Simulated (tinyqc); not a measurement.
From a target to a composition: model-solid line-up of a strained alloy layer on a substrate.

Problem. A layer of the alloy is strained to the substrate, and its gap (Ec minus the top valence edge) is given. Find x between 0.03 and 0.80, where the gap is monotonic.

All values of the alloy are linear in x but the gap, Eg(x) = (1 - x) Eg_A + x Eg_B - C x (1 - x), and the valence edge, Ev(x) = (1 - x) Ev_A + x Ev_B + fv C x (1 - x); Ec = Ev + Eg. Ev is the top of the unstrained valence band on a scale common to all materials. In the layer only the Gamma valley of the conduction band is followed, also where an X or L valley would lie lower.

Coherent growth on a (111) face: e_par = (a_s - a)/a, e_perp = -(2 C11 + 4 C12 - 4 C44)/(C11 + 2 C12 + 4 C44) e_par; exx = eyy = ezz = (2 e_par + e_perp)/3 and exy = eyz = ezx = (e_perp - e_par)/3.

Strained edges: Ec + ac tr(e); the valence edges are Ev plus the levels of the 6 x 6 matrix of X, Y, Z times spin with -Dso/3 + l exx + m (eyy + ezz) on the diagonal (cyclic), n exy off it, l = av + 2 b, m = av - b, n = sqrt(3) d. Spin-orbit term (Dso/3) L.sigma on X, Y, Z with (L_k)_ij = -i epsilon_kij: <X+|H|Y+> = -i Dso/3, <X+|H|Z-> = Dso/3, <Y+|H|Z-> = -i Dso/3, <Z+|H|X-> = -Dso/3, <Z+|H|Y-> = i Dso/3, <X-|H|Y-> = i Dso/3, and their conjugates; + and - are the spin along z.

Values chosen for the exercise (A near GaAs, B near GaP, substrate near GaAs; the results hold for these values, not for the real material):
- a = (5.659, 5.454) angstrom (lattice constant of A, B)
- Eg = (1.501, 2.885) eV (gap at Gamma to the s-like level of A, B)
- Dso = (0.34, 0.081) eV (spin-orbit splitting of A, B)
- Ev = (-0.81, -1.26) eV (top of the unstrained valence band of A, B)
- ac = (-7.07, -8.27) eV (conduction deformation potential of A, B)
- av = (1.17, 1.71) eV (valence hydrostatic potential of A, B)
- b = (-2.02, -1.61) eV (tetragonal shear potential of A, B)
- d = (-4.83, -4.61) eV (trigonal shear potential of A, B)
- C11 = (123.8, 140.1) GPa (of A, B)
- C12 = (55.8, 62.9) GPa (of A, B)
- C44 = (59.6, 71.2) GPa (of A, B)
- C = 0.179 eV (bowing of the gap)
- fv = 0.2 (share of the bowing taken by the valence edge)
- a_s = 5.659 angstrom (substrate)
- face = 111 (growth face)

strained gap = 1.646929 eV

Find: x; e_par; gap of the relaxed alloy.

Solution. Bisect on x; the strained gap is 1.5190 eV at x = 0.03 and 1.9367 eV at x = 0.80.

x = 0.250
e_par = 0.914 %
gap of the relaxed alloy = 1.813 eV

Program tinyqc; command `OMP_NUM_THREADS=1 python tinyqc.py 1050364 1050365 out.jsonl`; about 0.01 s on one thread of a shared Intel(R) Xeon(R) Processor @ 2.30GHz.
